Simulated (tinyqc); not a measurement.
Raising U: Hubbard chain of 6 sites, mean field against exact. Computed by the program tinyqc. Command: `OMP_NUM_THREADS=1 python tinyqc.py 113498 113499 out.jsonl`; one thread of a shared host (Intel(R) Xeon(R) Processor @ 2.60GHz), about 5 s.

one-body matrix (hopping and site energies) (eV):
```
         1        2        3        4        5        6
1   0.0000  -1.5700   0.0000   0.0000   0.0000   0.0000
2  -1.5700   0.0000  -1.5700   0.0000   0.0000   0.0000
3   0.0000  -1.5700   0.0000  -1.5700   0.0000   0.0000
4   0.0000   0.0000  -1.5700   0.0000  -1.5700   0.0000
5   0.0000   0.0000   0.0000  -1.5700   0.0000  -1.5700
6   0.0000   0.0000   0.0000   0.0000  -1.5700   0.0000
```

electrons, up and down: 3  2

Collinear unrestricted mean field (the lowest of 40 random starts) against exact diagonalisation.

Exact and mean-field results (eV):
```
U            U/t    E exact  E mean field  mean |n_up - n_down|  double occupancy, exact  first gap in the sector
0.7900    0.5032  -9.522863     -9.486147                0.1667                   0.1496                   1.2329
1.5700    1.0000  -8.861390     -8.718757                0.1690                   0.1332                   1.1756
3.1400    2.0000  -7.752237     -7.227740                0.2566                   0.1031                   1.0346
4.7100    3.0000  -6.901806     -5.939434                0.4205                   0.0785                   0.8970
6.2800    4.0000  -6.255444     -4.999168                0.5689                   0.0597                   0.7777
9.4200    6.0000  -5.379140     -3.907820                0.7113                   0.0359                   0.5984
12.5600   8.0000  -4.835930     -3.433750                0.7941                   0.0231                   0.4786
18.8400  12.0000  -4.220918     -3.069430                0.8229                   0.0115                   0.3367
31.4000  20.0000  -3.683782     -2.857100                0.8296                   0.0044                   0.2087
```

In absolute terms mean field is worst at U/t = 6.0, 1.471 eV too high: at small U it is nearly exact, and at large U it still misses the motion of the hole through a fluctuating spin background. Relative to the exact energy its error is 0.4 % at the smallest U, 29 % at most and 22 % at the largest. The double occupancy falls from 0.150 to 0.004.
